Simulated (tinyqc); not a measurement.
Ratio and sensitivities against delay: time-domain thermoreflectance: layered heat flow under a modulated pulse train, and what the signal ratio measures. Computed by tinyqc, a small Python program. Command: `OMP_NUM_THREADS=1 python tinyqc.py 3113762 3113763 out.jsonl tdtr walk`. One thread of a shared host (Intel(R) Xeon(R) Processor @ 2.30GHz), about 0.2 s of CPU time with the checks.

Pulses repeat at 80 MHz; heat is laid down at the surface, all layers are isotropic, and the film is in perfect contact with the substrate.

Inputs (values chosen for the exercise, modelled on aluminium on 4H-SiC):
```
quantity                                value        unit
metal thickness d                          99          nm
metal conductivity                        180     W/(m K)
metal heat capacity                      2.42  MJ/(m^3 K)
boundary conductance G under the metal     61  MW/(m^2 K)
film thickness                            180          nm
film conductivity                         2.9     W/(m K)
film heat capacity                        2.5  MJ/(m^3 K)
substrate conductivity kappa              344     W/(m K)
substrate heat capacity C                2.16  MJ/(m^3 K)
modulation frequency f                      5         MHz
spot radius w (1/e^2, pump and probe)      16  micrometre
```

Stack: metal, film, substrate.

Method:
- For radial wave number k and angular frequency W each layer has u = sqrt(4 pi^2 k^2 + i W C/kappa) and gamma = kappa u. Surface impedance from below: Z = 1/gamma for the substrate; a layer of thickness L maps Z to (Z + tanh(u L)/gamma)/(1 + gamma Z tanh(u L)); a boundary adds 1/G.
- Response per absorbed watt H(W) = 2 pi int_0^(2/w) Z(k, W) exp(-pi^2 k^2 w^2) k dk by 20 Gauss-Legendre points.
- Signal: X + iY = sum_(m = -M..M) H(2 pi (f + m f_r)) exp(i 2 pi m f_r t) exp(-pi (m/M)^2 x 4), f_r = 80 MHz, M = 4000, with H(-W) the complex conjugate of H(W); V_in = X, V_out = Y, ratio = -V_in/V_out.
- Sensitivity S = ln(ratio'/ratio)/ln(1.01) for a rise of one input by 1 %.

Ratio and sensitivities:
```
t (ps)   ratio  S to kappa   S to G    S to d    S to C     S to w  S to film conductivity
100     2.0494    0.037428  0.13527  -0.89281  0.039500  -0.044485                 0.75689
200     2.0088    0.037663  0.12405  -0.88789  0.039687  -0.044225                 0.75286
400     1.9399    0.038076  0.10720  -0.85833  0.040015  -0.043742                 0.74463
800     1.8241    0.038854  0.08436  -0.80943  0.040639  -0.042892                 0.72900
1500    1.6629    0.040185  0.06081  -0.74475  0.041728  -0.041697                 0.70571
2500    1.4856    0.042129  0.04361  -0.68016  0.043362  -0.040463                 0.68061
4000    1.2853    0.045263  0.03317  -0.61879  0.046062  -0.039362                 0.65678
```

What follows from these numbers?

The largest sensitivity in size at 100 ps is to d (-0.89). The substrate conductivity is hardly felt at 400 ps.

Extremes, crossings and ranges named in words are read from the listed rows.
